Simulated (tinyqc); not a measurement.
Thermionic emission over a Gaussian spread of barriers: effect of the spread.

Metal on an n-type semiconductor with one parabolic valley; V > 0 is forward bias (metal positive). Patches of barrier height b are spread as a Gaussian with mean phi - r2 V and variance sg^2 + r3 V; each carries A* T^2 exp(-b/Vt) [exp(V/Vt) - 1].

A* = 4 pi q me m0 kB^2/h^3 (times 1e-4 for A/(cm^2 K^2)). At zero bias the mean of exp(-b/Vt) gives phi_ap(0) = phi - sg^2/(2 Vt), J0 = A* T^2 exp(-phi_ap(0)/Vt), and the current is centred on b = phi - sg^2/Vt.

Values chosen for this exercise; band and dielectric values close to those of gallium arsenide:
- T = 350 K (temperature)
- me = 0.0673 m0 (electron mass)
- phi = 0.64 eV (barrier height seen from the metal)

Constants: q = 1.602176634e-19 C, kB = 1.380649e-23 J/K, h = 6.62607015e-34 J s, m0 = 9.1093837015e-31 kg, Vt = kB T/q. Results are converted to the units shown.

Result of one run:

| sg (eV) | phi_ap(0) (eV) | J0 (A/cm^2) | barrier that carries most current (eV) |
|---|---|---|---|
| 0.116 | 0.41693 | 0.98279 | 0.19386 |

What becomes of these results when the standard deviation of the barrier heights sg is changed from 0.116 to 0.059 eV, all else the same?

Result of the changed run:

| sg (eV) | phi_ap(0) (eV) | J0 (A/cm^2) | barrier that carries most current (eV) |
|---|---|---|---|
| 0.059 | 0.58229 | 0.0040862 | 0.52458 |

The whole series:

| sg (eV) | phi_ap(0) (eV) | J0 (A/cm^2) | barrier that carries most current (eV) |
|---|---|---|---|
| 0.02 | 0.63337 | 7.5136e-4 | 0.62674 |
| 0.039 | 0.61479 | 0.0013914 | 0.58957 |
| 0.059 | 0.58229 | 0.0040862 | 0.52458 |
| 0.078 | 0.53914 | 0.017088 | 0.43828 |
| 0.097 | 0.48402 | 0.10627 | 0.32804 |
| 0.116 | 0.41693 | 0.98279 | 0.19386 |

The apparent barrier falls from 0.633 to 0.417 eV, by sg^2/(2 Vt), and J0 grows by a factor of 1310 over the table. The lowering equals Vt at sg = sqrt(2) Vt = 0.0427 eV. In 2 of the 6 rows sg exceeds 3 Vt, so the current comes from more than three deviations below the mean, a tiny share of the area that a Gaussian of independent patches describes poorly.

Program tinyqc, `OMP_NUM_THREADS=1 python tinyqc.py 2640171 2640172 out.jsonl`; Intel Xeon 2.30GHz, shared host, one thread, about 0.01 s.
